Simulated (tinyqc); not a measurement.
Gain for each load and current direction: deformation-potential model of the X valleys of a conduction band.

Valleys with axes along x, y and z, one whole valley each. Herring-Vogt shift of a valley with unit axis a: dE = Xd tr(e) + Xu a.e.a. Non-degenerate shares n_i = exp(-dE_i/kT)/sum_j exp(-dE_j/kT). Inverse mass tensor of a valley: (1 - a a)/mt + a a/ml; the masses are taken as independent of strain.

s11 = (C11 + C12)/((C11 - C12)(C11 + 2 C12)), s12 = -C12/((C11 - C12)(C11 + 2 C12)), s44 = 1/C44; exx = s11 sxx + s12 (syy + szz) and cyclic, exy = s44 sxy/2; tension is positive. A uniaxial stress X along the unit vector n is s_ij = X n_i n_j.

Constants: kB = 8.617333262e-05 eV/K.

Inputs chosen for the exercise (near those of AlAs; the results hold for these values, not for the real material): ml = 1.116 m0 (longitudinal mass); mt = 0.203 m0 (transverse mass); Xd = 1 eV (dilation potential); Xu = 5.97 eV (uniaxial potential); C11 = 125.1 GPa; C12 = 52.5 GPa; C44 = 55.6 GPa; X1 = 1.1 GPa (size of the stress); T = 400 K (temperature).

Each load has the size X1. Gain m_c(0)/m_c - 1 in per cent from repopulation alone, m_c = 1/(u.M.u), M = sum_i n_i (inverse mass tensor); biaxial means sxx = syy.

Gain (%); + is tension, - compression:

| load | [100] | [010] | [001] | [110] | [1-10] | [111] |
|---|---|---|---|---|---|---|
| uniaxial [110] (+) | 17.8 | 17.8 | -35.6 | 17.8 | 17.8 | 0.0 |
| uniaxial [110] (-) | -12.1 | -12.1 | 24.1 | -12.1 | -12.1 | 0.0 |
| uniaxial [100] (+) | 33.6 | -16.8 | -16.8 | 8.4 | 8.4 | 0.0 |
| uniaxial [100] (-) | -60.7 | 30.4 | 30.4 | -15.2 | -15.2 | 0.0 |
| uniaxial [111] (+) | 0.0 | 0.0 | 0.0 | 0.0 | 0.0 | 0.0 |
| uniaxial [111] (-) | 0.0 | 0.0 | 0.0 | 0.0 | 0.0 | 0.0 |
| biaxial (001) (+) | 30.4 | 30.4 | -60.7 | 30.4 | 30.4 | 0.0 |
| biaxial (001) (-) | -16.8 | -16.8 | 33.6 | -16.8 | -16.8 | 0.0 |

How do the results move, and what explains it?

The largest gain is +33.6 %, for uniaxial [100] (+) with the current along [100] and biaxial (001) (-) with the current along [001]; for a [110] channel it is +30.4 %, under biaxial (001) (+). No gain or loss appears under uniaxial [111]: the valleys stay equivalent (in real silicon shear also changes the masses, which this model leaves out).

Computed by tinyqc, a small Python program: `OMP_NUM_THREADS=1 python tinyqc.py 1081424 1081425 out.jsonl` (the numbers bound the seed that draws the inputs); one thread of a shared host (Intel(R) Xeon(R) Processor @ 2.30GHz), about 0.01 s for the whole set of steps.
